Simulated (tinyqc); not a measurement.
# Resistance of a source-drain extension with a graded tip: two studies

y runs along the channel, the gate covers y > 0. The doping is N0 for y < y0 and N0 10^(-(y - y0)/la) beyond, uniform over the depth xj. Sheet conductance s(y) = q mu(N) max(N - Nch, 0) xj + (for y > 0) ma Cox Vo, with mu(N) = u0 + (u1 - u0)/(1 + (N/Nr)^au) and Cox = eps0 eox/tox. Current is taken as one-dimensional; depletion of the tip, spreading and the contact are left out. The metallurgical junction lies at yj, where N = Nch.

Values chosen for this exercise; mobility law close to that of electrons in silicon: relative permittivity of the gate insulator (close to hafnium oxide) eox = 22.6; insulator thickness tox = 3 nm; active doping of the extension far from the gate N0 = 1.9e20 cm^-3; lateral abruptness la = 4.4 nm/decade; depth of the extension xj = 23 nm; channel doping Nch = 1.1e18 cm^-3; spacer length Ls = 12 nm; gate overdrive Vo = 0.6 V; mobility of the gate-induced layer ma = 120 cm^2/(V s); mobility at low doping u1 = 1414 cm^2/(V s); mobility at high doping u0 = 68.5 cm^2/(V s); reference doping Nr = 9.2e16 cm^-3; exponent au = 0.711; gate length Lg = 90 nm.

Constants: q = 1.602176634e-19 C, eps0 = 8.8541878128e-14 F/cm where lengths are in cm. Results are converted to the units shown.

Each table varies one quantity; the others keep the values above.

## Abruptness at a fixed junction position

R_spacer = integral of dy/s from -Ls to 0, R_ov from 0 to yj, R_channel = (Lg - 2 yj)/(ma Cox Vo), R_total = 2 R_spacer + 2 R_ov + R_channel. Electrical length L_eff = ma Cox dR_total/d(1/Vo); R_series = R_total - L_eff/(ma Cox Vo). y0 is moved with la so that yj stays at 9.4444 nm.

The same in every row: yj (nm) = 9.444; R_channel (ohm um) = 148.1.

Abruptness at a fixed junction position:

| la (nm/decade) | R_spacer (ohm um) | R_ov (ohm um) | R_total (ohm um) | L_eff (nm) | R_series (ohm um) |
|---|---|---|---|---|---|
| 1 | 2.317 | 3.589 | 159.9 | 72.67 | 8.569 |
| 2.1 | 2.317 | 5.701 | 164.1 | 74.23 | 9.536 |
| 3.1 | 2.317 | 7.622 | 167.9 | 75.66 | 10.41 |
| 4.2 | 2.317 | 9.734 | 172.2 | 77.22 | 11.38 |
| 5.3 | 2.644 | 11.59 | 176.5 | 78.73 | 12.62 |
| 6.4 | 3.735 | 12.96 | 181.5 | 80.05 | 14.79 |
| 7.4 | 5.415 | 13.88 | 186.7 | 81.06 | 17.87 |
| 8.5 | 7.974 | 14.64 | 193.3 | 81.98 | 22.60 |

What does the comparison show, and why?

As la goes from 1 to 8.5 nm/decade, R_total rises from 160 to 193 ohm um, R_spacer rises from 2.32 to 7.97 ohm um and R_ov rises from 3.59 to 14.6 ohm um. R_total changes on average by 4.45 ohm um for each nm/decade. L_eff exceeds the metallurgical length by 1.56 nm in the first row and 10.9 nm in the last, since the gate also controls the lightly doped tips.

## Effect of the position under the gate where the fall begins

Same model as above.

Effect of the position under the gate where the fall begins:

| y0 (nm) | yj (nm) | R_spacer (ohm um) | R_ov (ohm um) | R_channel (ohm um) | R_total (ohm um) | L_eff (nm) | R_series (ohm um) |
|---|---|---|---|---|---|---|---|
| -6 | 3.844 | 7.664 | 6.394 | 171.4 | 199.5 | 87.32 | 17.70 |
| -4 | 5.844 | 3.892 | 8.441 | 163.1 | 187.7 | 84.30 | 12.20 |
| -2 | 7.844 | 2.587 | 9.627 | 154.7 | 179.2 | 80.63 | 11.26 |
| 0 | 9.844 | 2.317 | 10.19 | 146.4 | 171.4 | 76.71 | 11.69 |
| 2 | 11.84 | 2.317 | 10.54 | 138.1 | 163.8 | 72.74 | 12.33 |
| 4 | 13.84 | 2.317 | 10.90 | 129.7 | 156.2 | 68.77 | 12.98 |
| 6 | 15.84 | 2.317 | 11.25 | 121.4 | 148.6 | 64.80 | 13.63 |
| 8 | 17.84 | 2.317 | 11.60 | 113.1 | 140.9 | 60.83 | 14.27 |

As y0 goes from -6 to 8, R_total falls from 200 to 141 ohm um, L_eff falls from 87.3 to 60.8 nm and R_series goes from 17.7 through a minimum of 11.3 (at y0 = -2 among the rows listed) to 14.3 ohm um. More overlap also shortens the channel and adds capacitance, effects on threshold and speed that are left out.

Numbers from tinyqc (`OMP_NUM_THREADS=1 python tinyqc.py 2282159 2282160 out.jsonl`; about 0.03 s on one thread of a shared Intel Xeon 2.30GHz).
